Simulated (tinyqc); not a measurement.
Mass from the capacitance plateau.

Question. Once one two-dimensional band is degenerate, Cq = q gv md m0 q/(pi hbar^2) and 1/C_G = 1/Cox + 1/Cq (no traps). Find Cq, md and the oxide-equivalent thickness 3.9 eps0/Cq that it adds.

Parameters, values chosen for the exercise:
- gv = 1 (valley degeneracy)

Constants: q = 1.602176634e-19 C, hbar = 1.054571817e-34 J s, m0 = 9.1093837015e-31 kg, eps0 = 8.8541878128e-14 F/cm where lengths are in cm. Results are converted to the units shown.

C_G on the plateau = 0.63838772 uF/cm^2
Cox = 0.71940276 uF/cm^2

Solution. Removing Cox from the series leaves Cq, which is proportional to gv md.

Cq = 5.669 uF/cm^2
md = 0.08470 m0
added thickness = 0.6091 nm

Computed by the program tinyqc: `OMP_NUM_THREADS=1 python tinyqc.py 2200133 2200134 out.jsonl`, one thread of a shared Intel Xeon 2.30GHz, about 0.01 s for the whole run.
